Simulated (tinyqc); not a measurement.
From ratio C_s/C_B back to dopant prefactor D0: dopant redistribution at a moving silicon-oxide interface during parabolic oxidation. Computed by tinyqc, a small Python program. Command: `OMP_NUM_THREADS=1 python tinyqc.py 3031555 3031556 out.jsonl segox inv`. One thread of a shared host (Intel(R) Xeon(R) Processor @ 2.30GHz), about 0.01 s of CPU time with the checks.

Uniformly doped silicon is oxidised with x_ox = sqrt(B t); the interface advances into the silicon by alpha x_ox, alpha = 0.44. The dopant does not move in the oxide, and at the interface C(silicon) = m C(oxide).

Inputs (values chosen for the exercise, modelled on phosphorus in silicon under dry oxygen):
```
quantity                                           value    unit
dopant activation energy E                          3.68      eV
oxidation prefactor B0                               847  um^2/h
oxidation activation energy E_B                     1.23      eV
segregation coefficient m = C(silicon)/C(oxide)       13       -
bulk doping C_B                                  3.9e+15  1/cm^3
temperature T                                        950       C
time t                                               8.2       h
```

Constants: k_B = 8.617333262e-05 eV/K.

Method:
- D = D0 exp(-E/(k_B T)), converted with 1 cm^2/s = 3.6e11 um^2/h; B = B0 exp(-E_B/(k_B T)); s = alpha sqrt(B/(4 D)), the interface advance over 2 sqrt(D t).
- Temperatures in kelvin are T(C) + 273.15.
- With the dopant diffusivity D and s = alpha x_ox/(2 sqrt(D t)), in the silicon C = C_B + (C_s - C_B) erfc(y/(2 sqrt(D t)))/erfc(s), y from the original surface. Dopant balance at the interface gives C_s/C_B = 1/[1 + (1/(m alpha) - 1) g], g = sqrt(pi) s exp(s^2) erfc(s).

Task: A run gave the result below. Find the dopant prefactor D0, known to lie between 4.7 and 7.5 cm^2/s.

ratio C_s/C_B = 1.860062

Result:

Each step takes the trial c = (a f_b - b f_a)/(f_b - f_a), f being the result less the target and a, b, c the logarithms of the listed values; c replaces end b, the old b replaces a if the sign of f changed, and otherwise f_a is halved.

Scan of the range:
```
dopant prefactor D0 (cm^2/s)  ratio C_s/C_B
4.70                                1.90429
5.08                                1.86783
5.49                                1.83285
5.94                                1.79873
6.42                                1.76642
6.94                                1.73532
7.50                                1.70556
```

False position (Illinois rule, in the logarithm of the input) inside the bracket:
```
step    end a    end b    trial  ratio C_s/C_B
1     5.08000  5.49000  5.16836        1.85994
2     5.08000  5.16836  5.16569        1.86018
3     5.16836  5.16569  5.16700        1.86006
4     5.16569  5.16700  5.16700        1.86006
```

Ratio C_s/C_B falls at every point of a 13-point scan of the range (every second point is shown), so one value fits; it is bracketed by 5.08 and 5.49. Answer: dopant prefactor D0 = 5.167 cm^2/s.

Caution: in this case the oxide is not much thicker than a typical Deal-Grove length A, so real growth is slower than parabolic. Caution: parabolic growth needs an oxide much thicker than the Deal-Grove length A, which fails for thin films and low temperatures; oxidation-enhanced or retarded diffusion is ignored.
